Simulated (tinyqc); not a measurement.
Worked calculation: RKS/exchange-only LDA in the sto-6g basis, for Be, spin multiplicity 1. One step of it, computed by the program tinyqc.

Task: Iteration 1: diagonalisation and new density. Diagonalise F' = X^T F X, C = X C', fill 2 alpha and 2 beta electrons from the bottom; D = 2 C_occ C_occ^T. Each column has its largest component positive (the first on a tie).

Kohn-Sham matrix F (hartree):
```
            1Be 1s     1Be 2s    1Be 2px    1Be 2py    1Be 2pz
1Be 1s   -5.996598  -1.398476   0.000000   0.000000   0.000000
1Be 2s   -1.398476  -0.698407   0.000000   0.000000   0.000000
1Be 2px   0.000000   0.000000  -0.264381  -0.008469   0.000000
1Be 2py   0.000000   0.000000  -0.008469  -0.256187   0.000000
1Be 2pz   0.000000   0.000000   0.000000   0.000000  -0.250920
```

X:
```
                 1         2         3         4         5
1Be 1s    0.819102  0.000000  0.000000  0.000000  0.631254
1Be 2s   -0.819102  0.000000  0.000000  0.000000  0.631254
1Be 2px   0.000000  1.000000  0.000000  0.000000  0.000000
1Be 2py   0.000000  0.000000  1.000000  0.000000  0.000000
1Be 2pz   0.000000  0.000000  0.000000  1.000000  0.000000
```

Give: F' = X^T F X; orbital energies; coefficients C; D after iteration 1.

Result:

F' = X^T F X (hartree):
```
         1        2        3        4        5
1  -2.6153   0.0000   0.0000   0.0000  -2.7395
2   0.0000  -0.2644  -0.0085   0.0000   0.0000
3   0.0000  -0.0085  -0.2562   0.0000   0.0000
4   0.0000   0.0000   0.0000  -0.2509   0.0000
5  -2.7395   0.0000   0.0000   0.0000  -3.7824
```

orbital energies (hartree): MO1 -5.9998, MO2 -0.3979, MO3 -0.2697, MO4 -0.2509, MO5 -0.2509

coefficients C:
```
             MO1      MO2     MO3     MO4      MO5
1Be 1s    1.0060  -0.2395  0.0000  0.0000   0.0000
1Be 2s   -0.0247   1.0338  0.0000  0.0000   0.0000
1Be 2px   0.0000   0.0000  0.8472  0.0000  -0.5313
1Be 2py   0.0000   0.0000  0.5313  0.0000   0.8472
1Be 2pz   0.0000   0.0000  0.0000  1.0000   0.0000
```

D after iteration 1:
```
          1Be 1s   1Be 2s  1Be 2px  1Be 2py  1Be 2pz
1Be 1s    2.1388  -0.5449   0.0000   0.0000   0.0000
1Be 2s   -0.5449   2.1388   0.0000   0.0000   0.0000
1Be 2px   0.0000   0.0000   0.0000   0.0000   0.0000
1Be 2py   0.0000   0.0000   0.0000   0.0000   0.0000
1Be 2pz   0.0000   0.0000   0.0000   0.0000   0.0000
```
